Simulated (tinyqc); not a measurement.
Peak shift with the field.

The DLTS signal is S = C(t2) - C(t1), the change of the capacitance transient between two sampling times. Emission rate en = sn vth(T) Nc(T) exp(-Et/kB T) = sn g T^2 exp(-Et/kB T), g = vth Nc/(300 K)^2, as vth goes as T^0.5 and Nc as T^1.5 (degeneracy factor 1). For an exponential transient S peaks where en = ew = ln(t2/t1)/(t2 - t1). A Coulomb centre of charge +q (when empty) in the field F lowers its barrier by dE = sqrt(q F/(pi eps0 eps_r)) along the field. One-dimensional rate: en exp(b), b = dE/kB T; three-dimensional (Hartke): en {[1 + (b - 1) exp(b)]/b^2 + 1/2}. The peak temperatures solve rate = ew.

Values chosen for this exercise; material values close to those of silicon: relative permittivity eps_r = 11.9; conduction-band density of states at 300 K Nc = 2.85e19 cm^-3; thermal velocity at 300 K vth = 2.3e7 cm/s; depth of the trap below the conduction edge Et = 0.31 eV; capture cross-section sn = 3.2e-14 cm^2; first sampling time t1 = 0.5 ms; second sampling time t2 = 1 ms.

Constants: q = 1.602176634e-19 C, kB = 1.380649e-23 J/K, eps0 = 8.8541878128e-14 F/cm where lengths are in cm. Results are converted to the units shown.

Peak shift with the field:
```
F (kV/cm),dE (meV),"T peak, one-dimensional (K)","T peak, three-dimensional (K)"
1.9,9.5898,157.39,160.23
4.4,14.593,154.98,159.12
10,22.000,151.41,157.23
23,33.365,145.93,153.79
54,51.125,137.32,147.32
120,76.212,125.08,136.74
280,116.42,105.24,117.96
```

dE grows as the square root of F, from 9.59 to 116 meV. The peak, at 162.0 K without field, moves down by 56.7 K (one-dimensional) or 44.0 K (three-dimensional) in the last row. A centre that is neutral when empty has no such long-range lowering, so the shift tells the charge state.

Computed by the program tinyqc: `OMP_NUM_THREADS=1 python tinyqc.py 2050102 2050103 out.jsonl`, one thread of a shared Intel Xeon 2.30GHz, about 0.01 s for the whole run.
